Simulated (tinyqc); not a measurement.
Size effects in the resistivity of thin metal films and interconnect lines: one step, computed by the program tinyqc.

Electrons lose their drift at surfaces (a share 1 - p of the hits) and at grain boundaries (reflection R), besides bulk scattering. The line sits in a trench with a non-conducting liner on both walls and the bottom; the spacing equals the drawn width.

Question. Metal cross-section. Metal width w_m = w - 2t, height h_m = (aspect ratio) w - t, grain size D = (ratio) w_m.

Inputs (values chosen for the exercise, modelled on tungsten): drawn line width w = 24 nm; grain size over metal width = 0.85; aspect ratio (height over width) = 1.4; liner thickness t = 2 nm.

Geometry: line.

Give: metal width w_m; metal height h_m; grain size D; share of the trench filled by metal.

Answer.

metal width w_m = 20 nm

metal height h_m = 31.6 nm

grain size D = 17 nm

share of the trench filled by metal = 78.373 %
